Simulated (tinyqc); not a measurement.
## Absorption coefficient and reflectance from two thicknesses

Inverse problem. With transparent contact layers the responsivity is (1 - Rf)(1 - exp(-al wi)) q lam/(h c). The second absorber is twice as thick as the first. Find al and Rf.

Inputs (values chosen for the exercise): wavelength lam = 1550 nm.

Constants: q = 1.602176634e-19 C, h = 6.62607015e-34 J s, c = 299792458 m/s. Results are converted to the units shown.

responsivity for wi = 0.27 and 0.54 um (A/W): [0.21808294, 0.39734620]

Solution. The ratio of the responsivities is 1 + exp(-al w1), which gives al; either value then gives 1 - Rf.

al = 7260 1/cm
Rf = 0.02000

Program tinyqc, `OMP_NUM_THREADS=1 python tinyqc.py 2250106 2250107 out.jsonl`; Intel Xeon 2.30GHz, shared host, one thread, about 0.01 s.
